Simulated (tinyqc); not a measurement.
# Ellipsometry and reflectance of a transparent film on an absorbing substrate: effects of single changes

Air (index 1), film, substrate with N2 = n2 - i k2; time factor exp(+i w t). q_j = sqrt(N_j^2 - sin^2 th), root with positive real part. Fresnel coefficients r_s = (q_a - q_b)/(q_a + q_b), r_p = (N_b^2 q_a - N_a^2 q_b)/(N_b^2 q_a + N_a^2 q_b). tan(Psi) exp(i Delta) = R_p/R_s, Delta taken from 0 to 360 degrees.

Values chosen for this exercise; indices close to those of aluminium oxide on silicon: wavelength lam = 800 nm; angle of incidence th = 65 degrees; index of the transparent film n1 = 1.647; film thickness d = 91 nm; index of the substrate n2 = 3.692; extinction coefficient of the substrate k2 = 0.0065.

Each table varies one quantity; the others keep the values above.

## Psi and Delta against the film thickness

beta = 2 pi d q1/lam, X = exp(-2 i beta), R = (r01 + r12 X)/(1 + r01 r12 X) for p and s. The last column is the derivative of Delta.

Result of one run:
```
d (nm)  Psi (degrees)  Delta (degrees)  |R_p|^2  |R_s|^2  dDelta/dd (degrees/nm)
193             34.27            275.6   0.1347   0.2900                 -0.5114
```

What becomes of these results when the film thickness d is changed from 193 to 64 nm, all else the same?

Result of the changed run:
```
d (nm)  Psi (degrees)  Delta (degrees)  |R_p|^2  |R_s|^2  dDelta/dd (degrees/nm)
64              24.13            105.5  0.09942   0.4953                 -0.7860
```

The whole series:
```
d (nm)  Psi (degrees)  Delta (degrees)  |R_p|^2  |R_s|^2  dDelta/dd (degrees/nm)
0               16.50            179.8  0.05456   0.6222                  -1.441
32              18.67            136.8  0.06773   0.5932                  -1.180
64              24.13            105.5  0.09942   0.4953                 -0.7860
97              33.97            84.66   0.1341   0.2954                 -0.5138
129             58.25            63.06   0.1547  0.05926                  -1.396
161             59.10            297.9   0.1549  0.05550                  -1.493
193             34.27            275.6   0.1347   0.2900                 -0.5114
226             24.28            255.0   0.1001   0.4921                 -0.7788
258             18.75            224.0  0.06823   0.5919                  -1.172
290             16.50            181.1  0.05457   0.6222                  -1.441
```

Psi goes from 16.5 through a maximum of 59.1 (at d = 161 nm among the rows listed) to 16.5 degrees. The period is 290.9 nm, after which Psi and Delta return to the values of the bare substrate, so one angle and wavelength fix d only up to a multiple of it. The size of the slope of Delta runs from 0.511 to 1.49 degrees/nm among the rows; Delta is counted modulo 360 degrees, and sharper features can lie between the rows.

## Effect of the angle of incidence

Same model as above.

dDelta/dd is the derivative of Delta; period lam/(2 q1).

Results:
```
th (degrees)  Psi (degrees)  Delta (degrees)  |R_p|^2  |R_s|^2  dDelta/dd (degrees/nm)  period (nm)
50                    35.08            132.0  0.09622   0.1950                 -0.5748        274.3
55                    33.36            119.4   0.1005   0.2318                 -0.6242        279.9
60                    32.08            104.6   0.1096   0.2790                 -0.6194        285.5
70                    32.22            69.80   0.1656   0.4168                 -0.4113        295.7
75                    34.08            51.48   0.2359   0.5155                 -0.2628        299.8
80                    37.04            33.67   0.3652   0.6411                 -0.1407        303.0
85                    40.82            16.59   0.5967   0.8000                -0.05776        305.0
```

Estimate the missing row, th = 65 degrees.

Computed row:
```
th (degrees)  Psi (degrees)  Delta (degrees)  |R_p|^2  |R_s|^2  dDelta/dd (degrees/nm)  period (nm)
65                    31.60            87.83   0.1284   0.3395                 -0.5444        290.9
```

With this row back in the table: Psi goes from 35.1 through a minimum of 31.6 (at th = 65 among the rows listed) to 40.8 degrees and |R_p|^2 rises from 0.0962 to 0.597. The slope of Delta is largest in size, 0.624 degrees/nm, at th = 55 among the rows. The bare substrate has its smallest |R_p| near arctan(n2) = 74.8 degrees.

Computed by the program tinyqc: `OMP_NUM_THREADS=1 python tinyqc.py 2870132 2870133 out.jsonl`, one thread of a shared Intel Xeon 2.30GHz, about 0.3 s for the whole run.
